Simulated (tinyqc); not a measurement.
# Quantum point contact as a saddle point: two studies

Potential V0 - m wx^2 x^2/2 + m wy^2 y^2/2; energies are counted from V0. Mode n = 0, 1, ... transmits T_n(E) = 1/(1 + exp(-2 pi (E - E_n)/wx)), E_n = wy (n + 1/2); each mode carries 2 q^2/h.

Parameters, values chosen for the exercise:

| symbol | value | unit | meaning |
|---|---|---|---|
| T | 1.5 | K | temperature |
| wy | 5.8 | meV | transverse quantum hbar wy |
| wx | 2.4 | meV | curvature of the barrier hbar wx |
| mu | 20.41 | meV | Fermi level above the saddle point |

Constants: q = 1.602176634e-19 C, kB = 1.380649e-23 J/K, Vt = kB T/q. Results are converted to the units shown.

Each table varies one quantity; the others keep the values above.

## Plateau quality against the barrier curvature

g(T) = int g(E) (-df/dE) dE = int g(mu + x kB T) dx/(4 cosh^2(x/2)), g(E) the zero-temperature value at E, g = G/(2 q^2/h).

Plateau quality against the barrier curvature:

| wx (meV) | slope wy dg/dmu at mu = wy | slope at mu = 1.5 wy | g at mu = wy |
|---|---|---|---|
| 0.87 | 7.047e-7 | 7.219 | 1.000 |
| 2.07 | 0.006911 | 3.971 | 1.000 |
| 3.27 | 0.09300 | 2.661 | 1.000 |
| 4.47 | 0.2810 | 1.991 | 1.000 |
| 5.68 | 0.4923 | 1.600 | 1.000 |
| 6.88 | 0.6651 | 1.363 | 1.000 |
| 8.08 | 0.7863 | 1.218 | 1.001 |
| 9.28 | 0.8626 | 1.128 | 1.003 |

Read the table: what changes, and by how much?

The slope on the first plateau rises from 7.05e-7 to 0.863 and the slope on the second riser falls from 7.22 to 1.13; a slope of 1 everywhere means no steps at all. The plateau slope passes 0.5 at wx = 6.88 meV among the rows.

## Differential conductance at finite bias

Same model as above.

With the bias V split evenly and the saddle held fixed, dI/dV = [g(mu + V/2) + g(mu - V/2)]/2, each thermally averaged.

Differential conductance at finite bias:

| V (mV) | g(mu + V/2) | g(mu - V/2) | dI/dV |
|---|---|---|---|
| 0 | 3.566 | 3.566 | 3.566 |
| 1.16 | 3.844 | 3.242 | 3.543 |
| 2.32 | 3.959 | 3.070 | 3.514 |
| 3.48 | 3.991 | 3.017 | 3.504 |
| 4.64 | 3.998 | 3.004 | 3.501 |
| 5.8 | 4.000 | 3.000 | 3.500 |
| 6.96 | 4.004 | 2.998 | 3.501 |
| 8.12 | 4.017 | 2.991 | 3.504 |
| 9.28 | 4.070 | 2.959 | 3.514 |
| 10.44 | 4.242 | 2.844 | 3.543 |
| 11.6 | 4.566 | 2.566 | 3.566 |
| 12.76 | 4.844 | 2.242 | 3.543 |

dI/dV moves up and down between 3.50 and 3.57 in units of 2 q^2/h. Right-movers gain modes (3.57 to 4.84) while left-movers lose them (3.57 to 2.24). At V = 2.32 mV both lie near whole numbers that differ by an odd count, so the mean sits near a half-integer plateau.

Computed by the program tinyqc: `OMP_NUM_THREADS=1 python tinyqc.py 2740005 2740006 out.jsonl`, one thread of a shared Intel Xeon 2.30GHz, about 0.02 s for the whole run.
